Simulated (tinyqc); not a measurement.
From results back to parameters: buckled dimers of a reconstructed (001) surface, two dangling bonds a dimer. Three cases, with inputs chosen for the exercise.

Problem. With tp the pi coupling of the two dangling bonds, gm their shift per height and kf the force constant (elastic energy kf z^2), an isolated buckled dimer has gap 2 gm^2/kf, buckling z with (gm z)^2 + tp^2 = (gm^2/kf)^2, and charge gm z/(gm^2/kf) moved to the up atom. The values come from hidden parameters.

Case 1.

gap = 1.416421 eV
z = 0.257599 angstrom
charge moved = 0.843860 e

Case 2.

gap = 1.195085 eV
z = 0.234417 angstrom
charge moved = 0.929757 e

Case 3.

gap = 0.963698 eV
z = 0.176592 angstrom
charge moved = 0.828262 e

Find: tp; gm; kf.

Solution. With x half the gap and c the charge: tp = x sqrt(1 - c^2), gm = x c/z, kf = gm^2/x.

Case 1.

tp = 0.38 eV
gm = 2.32 eV/angstrom
kf = 7.6 eV/angstrom^2

Case 2.

tp = 0.22 eV
gm = 2.37 eV/angstrom
kf = 9.4 eV/angstrom^2

Case 3.

tp = 0.27 eV
gm = 2.26 eV/angstrom
kf = 10.6 eV/angstrom^2

Computed by tinyqc, one run a case: `OMP_NUM_THREADS=1 python tinyqc.py N N+1 out.jsonl` with N = 1452596, 1452620, 1452661; one thread of a shared Intel(R) Xeon(R) Processor @ 2.30GHz, about 0.02 s a run at most.
